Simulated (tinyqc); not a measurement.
# Space-charge-limited current with shallow traps, step by step

Computed by the program tinyqc: `OMP_NUM_THREADS=1 python tinyqc.py 2370014 2370015 out.jsonl`, one thread of a shared Intel Xeon 2.30GHz, about 0.01 s for the whole run. Printed values are rounded.

One carrier type, drift only, an injecting contact at x = 0 (zero field) and thickness L. The share th = y/(1 + y), y = (Nc/Nt) exp(-Et/kB T), of the injected charge is free: J = q mu n F, eps0 eps_r dF/dx = q (n - n0)/th.

Inputs (values chosen for the exercise): temperature T = 350 K; relative permittivity eps_r = 4.2; mobility mu = 0.00026 cm^2/(V s); thickness L = 560 nm; band density of states Nc = 1.9e19 cm^-3; trap density Nt = 1.1e17 cm^-3; trap depth Et = 0.2 eV; free carrier density in equilibrium n0 = 4.9e14 cm^-3; voltage V = 5 V.

Constants: q = 1.602176634e-19 C, kB = 1.380649e-23 J/K, Vt = kB T/q, eps0 = 8.8541878128e-14 F/cm where lengths are in cm. Results are converted to the units shown.

Range of the model: Diffusion and a field-dependent mobility are left out. With injecting contacts the diffusion current, about 4 pi^2 Vt th eps0 eps_r mu V/L^3, equals the Mott-Gurney current at V = 35 kB T/q (0.9 V at 300 K), so the drift-only result needs V well above that.

## Limits and characteristic voltages

Ohmic J = q n0 mu V/L; Mott-Gurney J = (9/8) th eps0 eps_r mu V^2/L^3; they cross at Vx = 8 q n0 L^2/(9 th eps0 eps_r); traps fill at V_TFL = q Nt L^2/(2 eps0 eps_r).

th = 0.1855121
ohmic J = 0.001822476 A/cm^2
Mott-Gurney J = 0.002872580 A/cm^2
Vx = 3.172194 V
V_TFL = 74.31066 V

## The exact current

Exact: with u = n0/n(L), w = -u - ln(1 - u) and v = -u - u^2/2 - ln(1 - u), V = (q n0 L^2/(th eps0 eps_r)) v/w^2 and J = q^2 n0^2 mu L/(th eps0 eps_r w). v/w^2 falls steadily with u, so u follows by bisection.

v/w^2 = 1.401063
u = 0.5902864
w = 0.3020105
J = 0.004307070 A/cm^2
exit field over V/L = 1.395028

J is 8.3 % below the plain sum of the two limits; the exit field lies between the ohmic 1 and the Mott-Gurney 1.5.
